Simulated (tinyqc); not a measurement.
# Changing the electron density n

Model: decay of LO phonons and the hot-phonon bottleneck in the cooling of electrons. Computed by tinyqc, a small Python program. Command: `OMP_NUM_THREADS=1 python tinyqc.py 3026509 3026510 out.jsonl hotphonon sweep`. One thread of a shared host (Intel(R) Xeon(R) Processor @ 2.30GHz), about 0.02 s of CPU time with the checks.

n(E, T) = 1/(exp(E/(k_B T)) - 1) is the Bose occupation. Electrons have a temperature T_e; the LO modes within their reach share one occupation N; the decay products stay at the lattice temperature.

Inputs (values chosen for the exercise, modelled on zinc oxide):
```
quantity,value,unit
LO energy hbar omega,70,meV
"lifetime at T = 0, tau_0",2,ps
share f of the energy in the softer product,0.22,-
lattice temperature T,77,K
electron mass m*,0.289,m_0
eps_inf,3.71,-
static dielectric constant eps_s,8.01,-
"density of LO modes that the electrons reach, N_m",2.1e+19,1/cm^3
power supplied per electron P,8.1,nW
```

Decay channel: two unequal phonons (Ridley).

Constants: k_B = 8.617333262e-05 eV/K; c = 299792458 m/s; e^2/(4 pi eps_0) = 14.39964548 eV angstrom; hbar^2/(2 m_0) = 3.80998212 eV angstrom^2; hbar = 6.582119569e-16 eV s; e = 1.602176634e-19 C.

Method:
- Decay rate 1/tau = (1/tau_0) [1 + n(f hbar omega) + n((1 - f) hbar omega)].
- Full width Gamma = 1/(2 pi c tau) in 1/cm, c in cm/s.
- Froehlich coupling alpha = (e^2/(4 pi eps_0)) (1/eps_inf - 1/eps_s) k_0/(2 hbar omega), k_0 = sqrt(m* hbar omega/(hbar^2/(2 m_0))); emission time tau_sp = hbar/(2 alpha hbar omega); bottleneck ratio r = (n/N_m) tau/tau_sp.
- Net emission per electron: [(N + 1) x - N]/tau_sp with x = exp(-hbar omega/(k_B T_e)), a simple two-level balance; steady state of the modes: n [(N + 1) x - N]/tau_sp = N_m (N - N_0)/tau; power per electron P = hbar omega [(N + 1) x - N]/tau_sp.
- With p = P tau_sp/(hbar omega): N = N_0 + r p and x = (p + N)/(N + 1); without hot phonons N = N_0. The mode temperature T_LO solves n(hbar omega, T_LO) = N.

One run for each value:
```
electron density n (1/cm^3),electron temperature T_e (K),mode temperature T_LO (K),T_e without hot phonons (K),bottleneck ratio r
1.00e+16,145.6,110.6,141.07,1.9807e-01
3.00e+16,153.4,129.5,141.07,5.9420e-01
1.00e+17,173.7,159.7,141.07,1.9807e+00
3.00e+17,211.2,203.0,141.07,5.9420e+00
1.00e+18,291.1,286.0,141.07,1.9807e+01
3.00e+18,442.5,438.6,141.07,5.9420e+01
1.00e+19,850.4,845.9,141.07,1.9807e+02
1.00e+20,5452.1,5433.7,141.07,1.9807e+03
```

Give the missing row, electron density n (1/cm^3) = 3.00e+19.

Computed row; columns: (1) electron density n (1/cm^3); (2) electron temperature T_e (K); (3) mode temperature T_LO (K); (4) T_e without hot phonons (K); (5) bottleneck ratio r:
```
(1)          (2)     (3)     (4)         (5)
3.00e+19  1895.8  1888.4  141.07  5.9420e+02
```

Interpolating between the two neighbouring rows (the first column on a logarithmic scale, the others too where they are positive) misses most in electron temperature T_e (K), by 8.8 %. Over the rows, electron temperature T_e (K) rises from 146 to 5450 (exponent d ln y / d ln x 0.047 between the first rows and 0.88 between the last); mode temperature T_LO (K) rises from 111 to 5430 (exponent d ln y / d ln x 0.14 between the first rows and 0.88 between the last); T_e without hot phonons (K) does not change. The exponent of T_e without hot phonons stays at 0: without hot phonons each electron cools on its own. The exponent of bottleneck ratio r stays at 1: r is proportional to n. Hot phonons add under 5 % to T_e up to n = 1e16 per cm^3 among these rows (r = 0.20); at high n T_LO closes in on T_e.

Caution (all rows): alpha is above 1/2, so hbar/tau_sp exceeds hbar omega and the emission time, a weak-coupling result, is only rough. Caution (rows 3.00e19, 1.00e20): at such T_e upper valleys, non-parabolic bands or other phonons can take part.
